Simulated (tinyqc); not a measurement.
Ion-assisted plasma etching: sheath, surface coverage, synergy and aspect-ratio dependence: one step, computed by the program tinyqc.

Radicals adsorb on bare sites; ions remove covered sites with a high yield and bare sites by sputtering; a slow spontaneous reaction acts everywhere, walls included.

Problem. Fluxes. Bohm speed u_B = sqrt(e T_e/M_i); ion flux G_i = 0.61 n_e u_B; radical flux G_n = n c/4 with c = sqrt(8 k_B T_g/(pi M_n)).

Inputs (values chosen for the exercise, close to those used for silicon dioxide in a fluorocarbon plasma): plasma density n_e = 5.3e+09 1/cm^3; electron temperature T_e = 2.4 eV; ion mass M_i = 40 u; radical density n = 2.6e+13 1/cm^3; radical mass M_n = 31 u; gas temperature T_g = 400 K.

Feature: long trench.

Constants: e = 1.602176634e-19 C; u = 1.6605390666e-27 kg; k_B = 1.380649e-23 J/K.

Give: Bohm speed; ion flux G_i; radical speed c; radical flux G_n; flux ratio G_n/G_i.

Solution.

Bohm speed = 2.4061e+05 cm/s

ion flux G_i = 7.7788e+14 1/(cm^2 s)

radical speed c = 52268 cm/s

radical flux G_n = 3.3974e+17 1/(cm^2 s)

flux ratio G_n/G_i = 436.75
